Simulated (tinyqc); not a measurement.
Gas flow in a process chamber: flow regimes, conductance, effective pumping speed, pump-down, outgassing and purge: one step, computed by the program tinyqc.

Ideal gas, isothermal flow, a pump of constant speed at the end of a round pipe; process gas, volume gas and outgassing are given the same properties. 1 sccm = 101325 Pa x 1e-6 m^3/60 s x T/273.15 K.

Question. Purging a well-mixed chamber. With steady flow a contaminant decays as exp(-t/residence time); gas used = flow x time.

Inputs (values chosen for the exercise, modelled on nitrogen near room temperature): temperature T = 293 K; process gas flow = 38 sccm.

residence time = 0.7716597 s

Give: time to dilute 1e3 times; time to dilute 1e6 times; gas used for 1e6.

Answer.

time to dilute 1e3 times = 5.330 s

time to dilute 1e6 times = 10.66 s

gas used for 1e6 = 6.752 standard cm^3
